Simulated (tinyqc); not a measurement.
From results to parameters: Hubbard dimer. Computed by the program tinyqc.

Problem. A two-site Hubbard model with two electrons has its ground state at (U - sqrt(U^2 + 16 t^2))/2, the triplet at 0 and the odd ionic singlet at U. Find t, U and the double occupancy per site.

singlet-triplet splitting = 0.859946 eV
gap from the ground state to the ionic odd singlet = 2.829946 eV

Solution. The difference of the two gaps is U and their product is 4 t^2; the double occupancy per site is (1 - U/sqrt(U^2 + 16 t^2))/4.

t, U (eV): 0.780  1.970
double occupancy per site = 0.1165
